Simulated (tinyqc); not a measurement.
Metal-interlayer-semiconductor contact, depinning against tunnelling resistance: one step of the calculation.

Zero bias, n-type semiconductor. Gap states at the semiconductor surface thin out as exp(-be ti), which unpins the barrier; electrons must then cross the interlayer (a rectangular barrier, no voltage drop across it) and the parabolic depleted layer, both by WKB. Energies E are counted from the Fermi level; no image force, parabolic bands.

Task. Exponents and integrand on an energy grid. With U = phiB - xi: for xi < E < phiB, y = (E - xi)/U and G1 = (U/E00) [sqrt(1 - y) - y ln((1 + sqrt(1 - y))/sqrt(y))], G1 = 0 above phiB; G2 = 2 ti sqrt(mi max(phiB + dE - E, 0)/C), C = hbar^2/(2 m0); f = 1/(1 + exp(E/Vt)); integrand exp(-G1 - G2) f.

Parameters, values chosen for the exercise; semiconductor values close to those of germanium; interlayer mass of the order of that in titanium dioxide, offset chosen freely: temperature T = 300 K; interlayer thickness ti = 1.7 nm; conduction-band offset of the interlayer above the semiconductor dE = 0.15 eV; tunnelling mass in the interlayer mi = 0.31 m0.

Constants: q = 1.602176634e-19 C, kB = 1.380649e-23 J/K, hbar = 1.054571817e-34 J s, m0 = 9.1093837015e-31 kg, Vt = kB T/q, hbar^2/(2 m0) = 0.0380998212 eV nm^2. Results are converted to the units shown.

| point | E (eV) |
|---|---|
| 0 | -0.08 |
| 1 | -0.05769 |
| 2 | -0.03538 |
| 3 | -0.01308 |
| 4 | 0.00923 |
| 5 | 0.03154 |
| 6 | 0.05385 |
| 7 | 0.07615 |
| 8 | 0.09846 |
| 9 | 0.12077 |
| 10 | 0.14308 |
| 11 | 0.16538 |
| 12 | 0.18769 |
| 13 | 0.21 |

phiB = 0.13054628 eV
xi = -0.084524045 eV
E00 = 0.097137397 eV

Find: G1; G2; f; integrand.

Result.

| point | G1 | G2 | f | integrand (1e-3) |
|---|---|---|---|---|
| 0 | 2.069 | 5.823 | 0.9567 | 0.357 |
| 1 | 1.601 | 5.640 | 0.9030 | 0.647 |
| 2 | 1.252 | 5.451 | 0.7971 | 0.978 |
| 3 | 0.965 | 5.255 | 0.6239 | 1.241 |
| 4 | 0.722 | 5.052 | 0.4117 | 1.280 |
| 5 | 0.515 | 4.840 | 0.2279 | 1.077 |
| 6 | 0.341 | 4.618 | 0.1108 | 0.778 |
| 7 | 0.198 | 4.385 | 0.04994 | 0.511 |
| 8 | 0.088 | 4.138 | 0.02170 | 0.317 |
| 9 | 0.014 | 3.877 | 0.009271 | 0.189 |
| 10 | 0.000 | 3.596 | 0.003932 | 0.108 |
| 11 | 0.000 | 3.291 | 0.001663 | 0.062 |
| 12 | 0.000 | 2.955 | 7.025e-4 | 0.037 |
| 13 | 0.000 | 2.576 | 2.965e-4 | 0.023 |

Range of the model: The depletion charge would drop about 0.11 V across such an interlayer (eps_r near 40) at ti = 1.7 nm and Nd = 5.2e19 cm^-3, against a band bending of 0.22 V; this model leaves that drop out.

Program tinyqc, `OMP_NUM_THREADS=1 python tinyqc.py 2270008 2270009 out.jsonl`; Intel Xeon 2.30GHz, shared host, one thread, about 0.03 s.
